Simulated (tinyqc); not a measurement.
Inside a calculation. Model: grain-boundary trapping model (Seto) of a polycrystalline semiconductor film. Computed by tinyqc, a small Python program that keeps every step. Command: `OMP_NUM_THREADS=1 python tinyqc.py 3012620 3012621 out.jsonl poly walk`. One thread of a shared host (Intel(R) Xeon(R) Processor @ 2.30GHz), about 0.01 s of CPU time with the checks. Intermediate numbers are printed to about 6 digits and carried at full precision; extremes and crossings named in words are read from the listed rows.

Grains of equal size L are joined by thin boundaries with one trap level. Trapped carriers deplete a width W on each side and raise a barrier, crossed by thermionic emission. Dopants are fully ionised, statistics are non-degenerate and mu_g does not depend on T.

Inputs (values chosen for the exercise, modelled on polycrystalline germanium):

| quantity | value | unit |
|---|---|---|
| permittivity eps | 16 | - |
| effective mass m | 0.2 | m_0 |
| effective density of states at 300 K, N_c | 6.2e+18 | 1/cm^3 |
| grain size L | 35 | nm |
| trap density Q_t | 2e+12 | 1/cm^2 |
| trap level E_t below the band edge | 0.29 | eV |
| doping N | 4.5e+18 | 1/cm^3 |
| mobility inside the grains mu_g | 420 | cm^2/(V s) |
| temperature T | 300 | K |

Grain interior: resistance included.

Constants: e = 1.602176634e-19 C; eps_0 = 8.8541878128e-12 F/m; k_B = 8.617333262e-05 eV/K; m_0 = 9.1093837015e-31 kg; k_B = 1.380649e-23 J/K.

## Critical doping

If all traps fill, the grain is just depleted at N* = Q_t/L, with the barrier e Q_t L/(8 eps eps_0).

N* = 5.71429e+17 1/cm^3

barrier at N* with all traps filled = 0.0989577 V

The traps stay filled only while e V_B is below E_t - k_B T ln(N_c(T)/N*) = 0.228 eV. The barrier above stays below that, so nearly all traps can fill.

## Barrier

N_c(T) = N_c (T/300 K)^(3/2). Filled traps Q = Q_t/(1 + (1/2) exp((E_t* - E_F)/k_B T)), where E_t* = e V_B - E_t and E_F are counted from the band edge at the grain centre. Partial depletion: Q = 2 N W, V_B = e N W^2/(2 eps eps_0), E_F = k_B T ln(N/N_c); solve for W. If that W would exceed L/2 the grain is fully depleted: W = L/2, Q = N L, and E_F follows from the trap equation. Centre density n_0 = N_c exp(E_F/k_B T).

depletion width W = 2.22219 nm

barrier V_B = 0.0125657 V

E_F = -0.00828484 eV

centre density n_0 = 4.50e+18 1/cm^3

The grain is partly depleted; 100.0 % of the traps are filled, and they hold 12.7 % of the carriers. Caution: E_F is within 2 k_B T of the band edge, so non-degenerate statistics fail, and tunnelling through so thin a barrier adds to the current. Caution: e V_B is below 2 k_B T, where the depletion approximation fails and the mean density does not balance the trapped charge.

## Resistivity and effective mobility

Boundary: sigma_b = L e^2 n_0 exp(-e V_B/k_B T)/sqrt(2 pi m k_B T); drift through the grain, depleted parts included: rho_g = [(1 - 2W/L) + (2W/L) int_0^1 exp(y^2 s^2) ds]/(e n_0 mu_g); rho = 1/sigma_b + rho_g. Mean carrier density n_av = n_0 [(1 - 2W/L) + (2W/L) (sqrt(pi)/2) erf(y)/y], y = sqrt(e V_B/k_B T); effective mobility 1/(e n_av rho).

boundary resistivity = 0.00276914 ohm cm

drift resistivity rho_g = 0.00338150 ohm cm

resistivity rho = 0.00615064 ohm cm

mean carrier density = 4.41949e+18 1/cm^3

effective mobility = 229.613 cm^2/(V s)

A single crystal with the same N and mu_g would have 0.00330 ohm cm, a factor 1.86 lower.

## Activation energy

E_a = d ln(rho)/d(1/k_B T) from T - 5 K and T + 5 K; temperature coefficient d ln(rho)/dT.

activation energy E_a = 2.26496e-04 eV

temperature coefficient = -0.00292123 %/K

With a fixed barrier the boundary term gives E_a = e V_B - k_B T/2 = -0.0004 eV, the second term coming from the thermal velocity in the prefactor; the drift resistivity, which hardly depends on T, dilutes it.

## Against the doping

The formulas are those given above.

The same film:

| N (1/cm^3) | W (nm) | V_B (V) | mean density (1/cm^3) | mobility (cm^2/(V s)) | rho (ohm cm) |
|---|---|---|---|---|---|
| 1.70e+16 | 17.5000 | 0.0029440 | 1.37848e+12 | 269.597 | 1.67948e+04 |
| 5.70e+16 | 17.5000 | 0.0098710 | 5.98991e+12 | 249.632 | 4.17417e+03 |
| 1.40e+17 | 17.5000 | 0.0242446 | 2.61948e+13 | 201.876 | 1.18029e+03 |
| 2.90e+17 | 17.5000 | 0.0502210 | 1.81111e+14 | 117.845 | 2.92438e+02 |
| 4.60e+17 | 17.5000 | 0.0796610 | 1.86659e+15 | 53.751 | 6.22091e+01 |
| 6.90e+17 | 14.4721 | 0.0817196 | 4.00421e+17 | 44.652 | 3.49087e-01 |
| 1.10e+18 | 9.0884 | 0.0513782 | 8.71267e+17 | 97.056 | 7.38101e-02 |
| 2.30e+18 | 4.3476 | 0.0245835 | 2.16072e+18 | 183.063 | 1.57794e-02 |
| 5.70e+18 | 1.7544 | 0.0099204 | 5.63461e+18 | 239.851 | 4.61833e-03 |
| 2.30e+19 | 0.4348 | 0.0024586 | 2.29824e+19 | 268.063 | 1.01311e-03 |

The barrier peaks among these rows at N = 6.9e17 (0.082 V) and the mobility has its minimum at 6.9e17; N* is 5.7e17. While the grain is fully depleted (W = L/2) V_B grows as N; once all traps are filled it falls as 1/N (last exponent -1.00). Partly depleted rows (W < L/2) with e V_B below 2 k_B T stretch the depletion approximation. Where N approaches N_c the non-degenerate statistics fail. rho drops most steeply, as N^-12.8, between 4.6e17 and 6.9e17.

Checks made by the program: charge in the traps against the depleted charge (relative difference below 1e-10).
